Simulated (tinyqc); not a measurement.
Worked calculation: empirical pseudopotential in a few plane waves. Computed by tinyqc, a small Python program that keeps every step. Settings: plane-wave index or count = 15. Command: `OMP_NUM_THREADS=1 python tinyqc.py 27432 27433 out.jsonl` (the two numbers bound the seeds that draw the settings). One thread of a shared host (Intel(R) Xeon(R) Processor @ 2.60GHz), about 0.2 s of CPU time with the checks.

## Bloch Hamiltonian at k

Parameters chosen for this model: fcc lattice, atoms at +/- a/8 (1,1,1); form factors in rydberg at |G|^2 in units of (2 pi/a)^2:
```
parameter                 value      unit
a                      5.790000  angstrom
VS(3)                 -0.217000        Ry
VS(8)                  0.054000        Ry
VS(11)                 0.062000        Ry
VA(3)                         0        Ry
VA(4)                         0        Ry
VA(11)                        0        Ry
hbar^2/2m (2 pi/a)^2   4.486685        eV
```

k point k (2 pi / a): [-0.40000, 0.16000, -0.39000]

Basis: the 15 shortest G (labels in 2 pi/a), the same at every k. H(G,G') = c |k + G|^2 delta + VS(|G-G'|^2) cos((G-G').tau) + i VA sin((G-G').tau), tau = a/8 (1,1,1); 1 Ry = 13.605693 eV.

H(k) at k (eV):
```
          +0+0+0    -1-1-1    -1-1+1    -1+1-1    -1+1+1    +1-1-1    +1-1+1    +1+1-1
+0+0+0   1.51515   2.08769  -2.08769  -2.08769  -2.08769  -2.08769  -2.08769  -2.08769
-1-1-1   2.08769  20.62843   0.00000   0.00000  -0.73471   0.00000  -0.73471  -0.73471
-1-1+1  -2.08769   0.00000  13.62920   0.73471   0.00000   0.73471   0.00000   0.00000
-1+1-1  -2.08769   0.00000   0.73471  23.49991   0.00000   0.73471   0.00000   0.00000
-1+1+1  -2.08769  -0.73471   0.00000   0.00000  16.50068   0.00000   0.73471   0.73471
+1-1-1  -2.08769   0.00000   0.73471   0.73471   0.00000  13.44973   0.00000   0.00000
+1-1+1  -2.08769  -0.73471   0.00000   0.00000   0.73471   0.00000   6.45051   0.73471
+1+1-1  -2.08769  -0.73471   0.00000   0.00000   0.73471   0.00000   0.73471  16.32121
+1+1+1   2.08769   0.00000  -0.73471  -0.73471   0.00000  -0.73471   0.00000   0.00000
-2+0+0   0.00000  -2.08769  -2.08769  -2.08769   2.08769   0.59648  -0.59648  -0.59648
+0-2+0   0.00000  -2.08769  -2.08769   0.59648  -0.59648  -2.08769   2.08769  -0.59648
+0+0-2   0.00000  -2.08769   0.59648  -2.08769  -0.59648  -2.08769  -0.59648   2.08769
+0+0+2   0.00000  -0.59648   2.08769  -0.59648  -2.08769  -0.59648  -2.08769   0.59648
+0+2+0   0.00000  -0.59648  -0.59648   2.08769  -2.08769  -0.59648   0.59648  -2.08769
+2+0+0   0.00000  -0.59648  -0.59648  -0.59648   0.59648   2.08769  -2.08769  -2.08769

          +1+1+1    -2+0+0    +0-2+0    +0+0-2    +0+0+2    +0+2+0    +2+0+0
+0+0+0   2.08769   0.00000   0.00000   0.00000   0.00000   0.00000   0.00000
-1-1-1   0.00000  -2.08769  -2.08769  -2.08769  -0.59648  -0.59648  -0.59648
-1-1+1  -0.73471  -2.08769  -2.08769   0.59648   2.08769  -0.59648  -0.59648
-1+1-1  -0.73471  -2.08769   0.59648  -2.08769  -0.59648   2.08769  -0.59648
-1+1+1   0.00000   2.08769  -0.59648  -0.59648  -2.08769  -2.08769   0.59648
+1-1-1  -0.73471   0.59648  -2.08769  -2.08769  -0.59648  -0.59648   2.08769
+1-1+1   0.00000  -0.59648   2.08769  -0.59648  -2.08769   0.59648  -2.08769
+1+1-1   0.00000  -0.59648  -0.59648   2.08769   0.59648  -2.08769  -2.08769
+1+1+1   9.32198  -0.59648  -0.59648  -0.59648  -2.08769  -2.08769  -2.08769
-2+0+0  -0.59648  26.64059   0.73471   0.73471  -0.73471  -0.73471   0.00000
+0-2+0  -0.59648   0.73471  16.59041   0.73471  -0.73471   0.00000  -0.73471
+0+0-2  -0.59648   0.73471   0.73471  26.46112   0.00000  -0.73471  -0.73471
+0+0+2  -2.08769  -0.73471  -0.73471   0.00000  12.46266   0.73471   0.73471
+0+2+0  -2.08769  -0.73471   0.00000  -0.73471   0.73471  22.33337   0.73471
+2+0+0  -2.08769   0.00000  -0.73471  -0.73471   0.73471   0.73471  12.28320
```

## Levels at k

Diagonalise the Hermitian matrix.

eigenvalues (eV): [-0.70598, 4.78540, 7.61985, 8.61668, 12.49331, 13.72000, 13.83715, 16.28028, 16.46934, 19.38533, 19.86371, 22.82249, 25.04879, 27.18264, 30.66919]

## Bands along a path

The same steps at evenly spaced points between the labelled ones.

Bands along the path (eV), lowest eight:
```
k           band 1   band 2   band 3   band 4    band 5    band 6    band 7    band 8
L          0.24922  3.06338  8.46147  8.46147  11.55948  13.59503  13.59503  18.00047
L-G 0.20  -0.27101  3.74191  8.47200  8.47200  11.57629  13.52710  13.52710  18.13200
L-G 0.40  -0.95626  5.05041  8.63429  8.63429  11.76978  13.57523  13.57523  17.00838
L-G 0.60  -1.51126  6.65378  8.91300  8.91300  12.10136  13.42658  13.42658  15.56317
L-G 0.80  -1.85888  8.34270  9.21887  9.21887  12.46420  12.97588  12.97588  13.66379
G         -1.97654  9.36655  9.36655  9.36655  12.48695  12.72535  12.72535  12.72535
G-X 0.20  -1.81933  8.40600  8.94985  8.94985  12.39392  13.39431  13.39431  13.40369
G-X 0.40  -1.35004  6.75154  8.21851  8.21851  11.78133  13.61388  14.87088  14.87088
G-X 0.60  -0.57605  5.06101  7.61675  7.61675  11.31017  12.49255  16.68528  16.68528
G-X 0.80   0.48908  3.46506  7.27568  7.27568  11.15209  11.58523  18.69203  18.69203
X          1.82388  2.03230  7.24026  7.24026  11.09112  11.38543  20.86581  20.86581
```

With 4 band(s) filled, the highest filled level on these points lies at G and the lowest empty one at X: a gap of 1.7246 eV, indirect. This holds for the small fixed basis; with all plane waves up to |k + G|^2 = 21 (2 pi/a)^2 the gap along the path is 1.35 eV.

## Convergence with the number of plane waves

Levels at G counted from the fourth one.

Levels (eV):
```
plane waves    level 1  level 5  level 8
9            -14.70188        0  2.93883
15           -11.34309  3.12040  3.35879
27           -10.83499  3.25145  3.70143
51           -10.99903  3.31309  3.75504
59           -11.04265  3.14204  3.72872
65           -11.05282  3.10230  3.72872
89           -11.00627  3.13866  3.70099
```
